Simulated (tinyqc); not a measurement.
# Hole mobility in a silicon inversion layer, empirical terms and Matthiessen rule: two studies

Inversion layer of sheet density Ns on a uniformly doped body. The mobility terms are empirical power laws with prefactors chosen for the exercise; adding their inverses (Matthiessen) is itself an approximation.

Parameters, values chosen for the exercise; material values close to those of silicon: temperature T = 350 K; band gap Eg = 1.14 eV; relative permittivity of the semiconductor eps_r = 11.8; conduction-band density of states at T Nc = 3.48e19 cm^-3; valence-band density of states at T Nv = 3.31e19 cm^-3; body doping Nb = 1.1e18 cm^-3; reverse body bias Vsb = 0.3 V; weight of the inversion charge in the effective field eta = 0.3333; phonon-limited mobility at 1 MV/cm and 300 K Ap = 119 cm^2/(V s); roughness-limited mobility at 1 MV/cm As = 449 cm^2/(V s); exponent of the roughness term gs = 1; Coulomb prefactor Ac = 820 cm^2/(V s); charge at the interface Nit = 3.5e10 cm^-2; inversion density Ns = 5.1e11 cm^-2.

Constants: q = 1.602176634e-19 C, kB = 1.380649e-23 J/K, Vt = kB T/q, eps0 = 8.8541878128e-14 F/cm where lengths are in cm. Results are converted to the units shown.

Each table varies one quantity; the others keep the values above.

## Effect of the charge at the interface

ni = sqrt(Nc Nv) exp(-Eg/(2 Vt)), Eg in volts; Ndep = sqrt(2 eps0 eps_r Nb (2 Vt ln(Nb/ni) + Vsb)/q); E = q (Ndep + eta Ns)/(eps0 eps_r), in MV/cm. With t = T/(300 K): muC = Ac (Ns/1e12 cm^-2) t/(Nb/1e17 cm^-3 + Nit/1e11 cm^-2), muP = Ap E^(-1/3) t^(-1.75), muS = As E^(-gs); 1/mu is the sum of the inverses.

The same in every row: E (MV/cm) = 0.6711; muP (cm^2/(V s)) = 103.8; muS (cm^2/(V s)) = 669.1.

Effect of the charge at the interface:
```
Nit (cm^-2)  muC (cm^2/(V s))  mu (cm^2/(V s))
1e10                    43.95            29.52
3.2e10                  43.10            29.13
1e11                    40.66            27.99
3.2e11                  34.36            24.85
1e12                    23.23            18.46
3.2e12                  11.35            10.07
1e13                    4.395            4.190
```

What does the table show?

As Nit goes from 1e10 to 1e13 cm^-2, E stays at 0.671 MV/cm and mu falls from 29.5 to 4.19 cm^2/(V s). The Coulomb term is the smallest in the first and the last row.

## Effect of the inversion density

Same model as above.

Results:
```
Ns (cm^-2)  E (MV/cm)  muC (cm^2/(V s))  muP (cm^2/(V s))  muS (cm^2/(V s))  mu (cm^2/(V s))
2e11          0.65522            16.858            104.62            685.27           14.217
3.6e11        0.66340            30.344            104.18            676.82           22.711
6.3e11        0.67720            53.101            103.47            663.03           33.328
1.1e12        0.70122            92.717            102.28            640.31           45.198
2e12          0.74722            168.58            100.13            600.89           56.873
3.6e12        0.82900            303.44            96.725            541.62           64.597
1.1e13         1.2072            927.17            85.335            371.93           64.576
2e13           1.6672            1685.8            76.629            269.31           57.616
```

Estimate the missing row, Ns = 6.3e12 cm^-2.

Computed row:
```
Ns (cm^-2)  E (MV/cm)  muC (cm^2/(V s))  muP (cm^2/(V s))  muS (cm^2/(V s))  mu (cm^2/(V s))
6.3e12        0.96700            531.01            91.886            464.32           67.024
```

With this row back in the table: As Ns goes from 2e11 to 2e13 cm^-2, E rises from 0.655 to 1.67 MV/cm and mu goes from 14.2 through a maximum of 67.0 (at Ns = 6.3e12 cm^-2 among the rows listed) to 57.6 cm^2/(V s). The smallest term is the Coulomb one in the first row and the phonon one in the last. Screening lifts the Coulomb term as Ns grows while the field presses the carriers to the interface, hence the maximum. At Ns = 2e13 cm^-2 E passes 1.5 MV/cm, beyond the usual range of such laws.

Program tinyqc, `OMP_NUM_THREADS=1 python tinyqc.py 2510056 2510057 out.jsonl`; Intel Xeon 2.30GHz, shared host, one thread, about 0.01 s.
